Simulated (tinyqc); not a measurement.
Inside a calculation. Model: heat flow across a film from the phonon Boltzmann equation in the relaxation-time approximation. Computed by tinyqc, a small Python program that keeps every step. Command: `OMP_NUM_THREADS=1 python tinyqc.py 3004046 3004047 out.jsonl slabbte walk`. One thread of a shared host (Intel(R) Xeon(R) Processor @ 2.30GHz), about 0.01 s of CPU time with the checks. Intermediate numbers are printed to about 7 digits and carried at full precision; extremes and crossings named in words are read from the listed rows.

Two black walls, hot at x = 0 and cold at x = L, emit phonons isotropically. For one free path Lambda, with tau = x/Lambda, tau_L = L/Lambda and phi = (T - T_cold)/Delta T, energy balance gives phi(tau) = (1/2) [E2(tau) + int_0^tau_L phi(s) E1(|tau - s|) ds]; E_n are the exponential integrals. The flux over the ballistic flux C v Delta T/4 is psi = 1 - 2 int_0^tau_L phi(s) E2(s) ds, and kappa_eff/kappa = (3/4) tau_L psi. kappa = C v Lambda/3 is an input, so at fixed kappa a longer free path means a smaller C v.

Inputs (values chosen for the exercise, modelled on gallium nitride):
```
quantity                             value     unit
bulk conductivity kappa                191  W/(m K)
film thickness L                       680       nm
wall temperature difference Delta T     11        K
free path Lambda_1                     130       nm
free path Lambda_2                     750       nm
share f_2 of kappa                     0.3        -
free path Lambda_3                    4200       nm
share f_3 of kappa                    0.19        -
cells n in the small system              5        -
```

Free-path groups: three.

## The small linear system for Lambda_1

Cut the film into n equal cells with constant phi, collocated at the centres c_i: the kernel integrates to A_ij = |E2(|c_i - e_j|) - E2(|c_i - e_(j+1)|)|/2 for cell edges e_j, and A_ii = 1 - E2(half a cell); solve (1 - A) phi = E2(c)/2; psi = 1 - 2 sum_j phi_j [E3(e_j) - E3(e_(j+1))].

optical thickness tau_L = 5.230769

1 - A:
```
            1           2           3           4           5
1   0.3140417  -0.1237611  -0.0246947  -0.0061745  -0.0016920
2  -0.1237611   0.3140417  -0.1237611  -0.0246947  -0.0061745
3  -0.0246947  -0.1237611   0.3140417  -0.1237611  -0.0246947
4  -0.0061745  -0.0246947  -0.1237611   0.3140417  -0.1237611
5  -0.0016920  -0.0061745  -0.0246947  -0.1237611   0.3140417
```

right-hand side E2(c)/2: 0.1570209  0.03325978  0.008565101  0.002390565  6.985414e-04

flux weights E3(e_j) - E3(e_(j+1)): 0.3969339  0.07619766  0.01929323  0.005344426  0.001554944

## Temperature profile and flux in the small system

In short, (1 - A) phi = b and psi = 1 - 2 sum_j w_j phi_j, with b the right-hand side and w_j the flux weights; the cells divide 0 to tau_L.

phi at the cell centres: 0.8037988  0.6510238  0.5000000  0.3489762  0.1962012

psi, small system = 0.2390435

## Fine solution for Lambda_1

Use 150 and 300 cells and extrapolate psi = (4 psi(300) - psi(150))/3. The jump at the hot wall is 1 - phi there (linear extrapolation from the first two of 300 cells). Two-flux (diffusion with slip) formula: psi = 1/(1 + 3 tau_L/4).

psi for Lambda_1 = 0.2004542

kappa_eff/kappa for Lambda_1 = 0.7863973

jump at the wall / Delta T for Lambda_1 = 0.08740060

psi, two-flux formula = 0.203125

The small system misses psi by +19.25 %, since its cells are thicker than a free path, and the two-flux formula by +1.3 %. For Lambda_1 alone: Transport is nearly diffusive: the jumps are small.

## Conductivity, flux and boundary resistance of the film

Each group is solved on its own with 150 and 300 cells, psi = (4 psi(300) - psi(150))/3, and weighted by its share of kappa (f_1 is what the others leave); exchange of energy between groups inside the film is left out. Flux J = kappa_eff Delta T/L; apparent boundary resistance per wall (L/kappa_eff - L/kappa)/2.

kappa_eff = 102.9002 W/(m K)

kappa_eff/kappa = 0.5387448

flux J = 1.664563 GW/m^2

apparent resistance per wall = 1.524066 m^2 K/GW

## Exact and approximate size effects

Two-flux: kappa_eff/kappa = sum f_i/(1 + 4 Lambda_i/(3 L)). Matthiessen with the thickness: sum f_i/(1 + Lambda_i/L). Ballistic limit: sum f_i 3 L/(4 Lambda_i).

Kappa_eff/kappa:
```
L (nm)   Boltzmann    two-flux  Matthiessen  ballistic limit
3.9     0.01244951  0.01252018   0.01658256       0.01277732
13      0.03930064  0.03987140   0.05206132       0.04259107
32      0.08773378  0.08986239    0.1144536        0.1048396
78       0.1771046   0.1825928    0.2229751        0.2555464
200      0.3207452   0.3297660    0.3808852        0.6552473
520      0.4914799   0.5012754    0.5517668         1.703643
1300     0.6464128   0.6553623    0.6987894         4.259107
3200     0.7741928   0.7814568    0.8152902         10.48396
```

The two-flux formula lies above the Boltzmann result by at most about 3.1 % (at L = 78 nm); the Matthiessen form is high by up to 33 %, since it misses the factor 3/4 of the ballistic limit. The thinnest film reaches 97 % of that limit, and the thickest, 25 Lambda_1, only 77 % of the bulk value: the long free paths keep the size effect alive far beyond Lambda_1. Rows below about 10 nm are near the phonon wavelength, where a particle picture fails.

Checks made by the program: symmetry phi(tau) + phi(tau_L - tau) = 1 (relative difference below 1e-10); thick-film limit psi = 1/(3 tau_L/4 + 1.0657) at tau_L = 20 (relative difference 2e-04).
